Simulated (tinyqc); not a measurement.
# Changing the binding energy E_b (positive for attraction)

Model: five-frequency model of solute diffusion by vacancies in an fcc metal. Computed by tinyqc, a small Python program. Command: `OMP_NUM_THREADS=1 python tinyqc.py 3002160 3002161 out.jsonl fivefreq sweep`. One thread of a shared host (Intel(R) Xeon(R) Processor @ 2.30GHz), about 0.01 s of CPU time with the checks.

A vacancy next to the solute exchanges with it (w2), jumps to one of 4 sites that also neighbour the solute (w1) or to one of 7 that do not (w3); w4 is the reverse of w3 and w0 the host jump.

Inputs (values chosen for the exercise, for a model solute in a host close to gold):
```
quantity,value,unit
barrier E0 (host jump),0.736,eV
barrier E1 (vacancy circles the solute),0.607,eV
barrier E2 (exchange),0.789,eV
barrier E3 (dissociation),0.811,eV
vacancy formation energy E_f,0.955,eV
formation entropy S_f,1,k_B
attempt frequency nu,5.9,THz
lattice constant a,4.08,angstrom
temperature T,663,K
```

Constants: k_B = 8.617333262e-05 eV/K.

Method:
- w_i = nu exp(-E_i/(k_B T)); detailed balance gives E4 = E3 - E_b.
- Manning: with y = w4/w0, 7F = 7 - (10 y^4 + 180.5 y^3 + 927 y^2 + 1341 y)/(2 y^4 + 40.2 y^3 + 254 y^2 + 597 y + 436); f2 = (2 w1 + 7F w3)/(2 w2 + 2 w1 + 7F w3).
- The mean cosine between successive solute jumps follows from f2 = (1 + c)/(1 - c).
- c_v = exp(S_f - E_f/(k_B T)); host D0 = a^2 c_v w0 x 0.7815; solute D2 = a^2 c_v exp(E_b/(k_B T)) w2 f2; 1 angstrom^2 = 1e-16 cm^2.

One run for each value:
```
binding energy E_b (positive for attraction) (eV),ratio D2/D0,7F,correlation factor f2,y = w4/w0
-0.150,3.5311e-02,6.9409,0.96369,1.9484e-02
-0.081,1.1814e-01,6.8080,0.96363,6.5188e-02
-0.012,3.9519e-01,6.4151,0.96345,2.1811e-01
0.056,1.2987e+00,5.5075,0.96304,7.1709e-01
0.130,4.7393e+00,4.0200,0.96233,2.6187e+00
0.260,4.6082e+01,2.3588,0.96151,2.5484e+01
0.330,1.5688e+02,2.1138,0.96139,8.6771e+01
0.400,5.3415e+02,2.0343,0.96135,2.9545e+02
```

Give the missing row, binding energy E_b (positive for attraction) (eV) = 0.190.

Computed row:
```
binding energy E_b (positive for attraction) (eV)  ratio D2/D0      7F  correlation factor f2   y = w4/w0
0.190                                               1.3539e+01  3.0007                0.96183  7.4846e+00
```

Interpolating between the two neighbouring rows (linearly) misses most in y = w4/w0, by 76 %. Over the rows, ratio D2/D0 rises from 0.0353 to 534; 7F falls from 6.94 to 2.03; correlation factor f2 falls from 0.9637 to 0.9613. At fixed E3 stronger binding raises w4, so an escaped vacancy returns more often: 7F falls from 7 towards 2.
